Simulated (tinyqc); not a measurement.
## The weight eta from points of equal mobility

Inverse problem. If the mobility depends on E = q (Ndep + eta Ns)/(eps0 eps_r) alone, two points of equal mobility on its falling branch have equal E. Find eta and E.

Values chosen for this exercise:
```
symbol,value,unit,meaning
eps_r,11.6,,relative permittivity of the semiconductor
```

Constants: q = 1.602176634e-19 C, eps0 = 8.8541878128e-14 F/cm where lengths are in cm. Results are converted to the units shown.

Ndep at two body biases (cm^-2): [4.1439763e12, 6.6405507e12]
Ns at which the mobility is the same (cm^-2): [2.3e13, 1.5434623e13]

Solution. eta is the ratio of the differences of Ndep and Ns.

eta = 0.330
E = 1.83 MV/cm

Computed by the program tinyqc: `OMP_NUM_THREADS=1 python tinyqc.py 2510170 2510171 out.jsonl`, one thread of a shared Intel Xeon 2.30GHz, about 0.01 s for the whole run.
